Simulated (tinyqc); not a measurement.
Resistive crossbar, vector-matrix product with wire resistance: one step of the calculation.

2 rows and 2 columns. Cell (i, j) joins row node wij to column node bij. Each row is driven at its left end through one wire segment rw; neighbouring nodes along a row or a column are joined by rw; each column ends below the last row in one more rw and a virtual ground, where its current is read. Ideal output: I_j = sum_i V_i G_ij.

Task. The nodal equations. Kirchhoff current law at every node, A x = b: A holds the sum of the conductances at a node on the diagonal and minus the conductance between two nodes off it (wire conductance 1/rw); b = V_i/rw at the first node of row i.

Inputs (values chosen for the exercise):
- rw = 200 ohm (wire resistance between neighbouring cells)
- V = [0.05, 0.1] V (input voltages of the rows)

cell conductances G (uS):

|  | column 1 | column 2 |
|---|---|---|
| row 1 | 190 | 48 |
| row 2 | 94 | 20 |

Give: A; b.

Result.

A (uS):

|  | w11 | w12 | w21 | w22 | b11 | b12 | b21 | b22 |
|---|---|---|---|---|---|---|---|---|
| w11 | 1.019e4 | -5000 | 0 | 0 | -190.0 | 0 | 0 | 0 |
| w12 | -5000 | 5048 | 0 | 0 | 0 | -48.00 | 0 | 0 |
| w21 | 0 | 0 | 1.009e4 | -5000 | 0 | 0 | -94.00 | 0 |
| w22 | 0 | 0 | -5000 | 5020 | 0 | 0 | 0 | -20.00 |
| b11 | -190.0 | 0 | 0 | 0 | 5190 | 0 | -5000 | 0 |
| b12 | 0 | -48.00 | 0 | 0 | 0 | 5048 | 0 | -5000 |
| b21 | 0 | 0 | -94.00 | 0 | -5000 | 0 | 1.009e4 | 0 |
| b22 | 0 | 0 | 0 | -20.00 | 0 | -5000 | 0 | 1.002e4 |

b (uA): w11 250.0, w12 0, w21 500.0, w22 0, b11 0, b12 0, b21 0, b22 0

tinyqc, about 0.03 s, one thread, Intel Xeon 2.30GHz (shared host): `OMP_NUM_THREADS=1 python tinyqc.py 2880110 2880111 out.jsonl`
